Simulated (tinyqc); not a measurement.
Inside a calculation. Method: power iteration on a symmetric matrix. Computed by tinyqc, a small Python program that keeps every step. Settings: method = power, shift = 1.82. Command: `OMP_NUM_THREADS=1 python tinyqc.py 24646 24647 out.jsonl` (the two numbers bound the seeds that draw the settings). One thread of a shared host (Intel(R) Xeon(R) Processor @ 2.60GHz), about 0.01 s of CPU time with the checks.

## Step 1

A:
```
           1          2          3          4          5          6
1   0.244000  -0.946000   0.006000   0.239000   0.959000  -0.939000
2  -0.946000   0.246000   0.038000   1.181000   0.854000   0.647000
3   0.006000   0.038000   1.038000   0.134000  -0.610000  -0.435000
4   0.239000   1.181000   0.134000   1.187000   0.728000  -0.766000
5   0.959000   0.854000  -0.610000   0.728000   2.149000   0.009000
6  -0.939000   0.647000  -0.435000  -0.766000   0.009000   3.190000
```

vector v at the start: 0.408248  0.408248  0.408248  0.408248  0.408248  0.408248

shift = 1.820000

w = (A - shift) v; v' = w/|w| with its largest component positive (the first on a tie); lambda = v'^T A v'.

vector after step 1: -0.607690  0.053849  -0.443988  0.237745  0.610921  -0.030694

Rayleigh quotient after step 1 = 1.012154

## Step 2

As before.

vector after step 2: 0.747816  0.596062  0.008613  0.083833  0.051183  0.275243

Rayleigh quotient after step 2 = -0.295306

## Course of the iteration

Stop when the residual |A v - lambda v| is below 1e-9.

Steps:
```
step       lambda  residual
1      1.01215351  1.95e+00
2     -0.29530601  1.78e+00
3     -1.09358856  1.05e+00
4     -1.33638853  5.14e-01
5     -1.39639246  2.45e-01
6     -1.41143765  1.19e-01
7     -1.41551702  6.06e-02
8     -1.41672112  3.22e-02
9     -1.41710216  1.78e-02
10    -1.41722879  1.02e-02
11    -1.41727220  5.98e-03
12    -1.41728737  3.55e-03
13    -1.41729273  2.13e-03
14    -1.41729464  1.28e-03
15    -1.41729532  7.76e-04
16    -1.41729556  4.71e-04
17    -1.41729565  2.87e-04
18    -1.41729568  1.75e-04
19    -1.41729569  1.07e-04
20    -1.41729570  6.60e-05
21    -1.41729570  4.07e-05
22    -1.41729570  2.51e-05
23    -1.41729570  1.56e-05
24    -1.41729570  9.71e-06
25    -1.41729570  6.06e-06
26    -1.41729570  3.80e-06
27    -1.41729570  2.38e-06
28    -1.41729570  1.50e-06
29    -1.41729570  9.49e-07
30    -1.41729570  6.01e-07
```

all eigenvalues, for comparison: -1.417296  -0.111230  0.672922  1.749662  3.247887  3.912055

Not converged in 30 steps: the residual falls only by the ratio of the two largest distances of eigenvalues from the shift, 0.65 a step.
